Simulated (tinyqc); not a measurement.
Worked calculation: UHF in the sto-6g basis, for H3, spin multiplicity 2. One step of it, computed by the program tinyqc.

Problem. Iteration 3: building the Fock matrix. J_ij = sum D_kl (ij|kl) with D = D(alpha) + D(beta), K_ij = sum D_kl (ik|jl) for each spin; F = H + J - K(s); E = tr D H + tr D J / 2 - 0.5 sum_s tr D(s) K(s) + E_nn.

D(alpha) after iteration 2, lower triangle:
```
,1H 1s,2H 1s,3H 1s
1H 1s,0.171206
2H 1s,0.198722,0.774828
3H 1s,0.198294,-0.314829,0.775484
```

D(beta) after iteration 2, lower triangle:
```
,1H 1s,2H 1s,3H 1s
1H 1s,0.484456
2H 1s,0.201284,0.083630
3H 1s,0.200931,0.083484,0.083337
```

core Hamiltonian H = T + V (hartree), lower triangle:
```
,1H 1s,2H 1s,3H 1s
1H 1s,-1.380027
2H 1s,-0.691205,-1.162981
3H 1s,-0.690789,-0.149046,-1.162818
```

Two-electron integrals (ij|kl) in chemists' order, unique and non-zero (hartree):
```
i,j,k,l,(ij|kl)
1,1,1,1,0.774999
2,1,1,1,0.248176
2,1,2,1,0.107023
2,2,1,1,0.433717
2,2,2,1,0.248176
2,2,2,2,0.774999
3,1,1,1,0.248002
3,1,2,1,0.075356
3,1,2,2,0.131385
3,1,3,1,0.106891
3,2,1,1,0.045739
3,2,2,1,0.017197
3,2,2,2,0.036140
3,2,3,1,0.017187
3,2,3,2,0.003304
3,3,1,1,0.433588
3,3,2,1,0.131441
3,3,2,2,0.237048
3,3,3,1,0.248002
3,3,3,2,0.036140
3,3,3,3,0.774999
```

nuclear repulsion = 1.16236502 hartree

Give: Coulomb J; exchange K(alpha); exchange K(beta); F(alpha); F(beta); total energy of this density.

Solution.

Coulomb J (hartree), lower triangle:
```
,1H 1s,2H 1s,3H 1s
1H 1s,1.6282
2H 1s,0.6265,1.4400
3H 1s,0.6261,0.1180,1.4398
```

exchange K(alpha) (hartree), lower triangle:
```
,1H 1s,2H 1s,3H 1s
1H 1s,0.4480
2H 1s,0.3328,0.7041
3H 1s,0.3326,0.0523,0.7043
```

exchange K(beta) (hartree), lower triangle:
```
,1H 1s,2H 1s,3H 1s
1H 1s,0.6055
2H 1s,0.2880,0.2298
3H 1s,0.2876,0.1224,0.2293
```

F(alpha) (hartree), lower triangle:
```
,1H 1s,2H 1s,3H 1s
1H 1s,-0.1998
2H 1s,-0.3975,-0.4271
3H 1s,-0.3973,-0.0833,-0.4273
```

F(beta) (hartree), lower triangle:
```
,1H 1s,2H 1s,3H 1s
1H 1s,-0.3573
2H 1s,-0.3527,0.0472
3H 1s,-0.3524,-0.1534,0.0477
```

total energy of this density = -1.523312 hartree
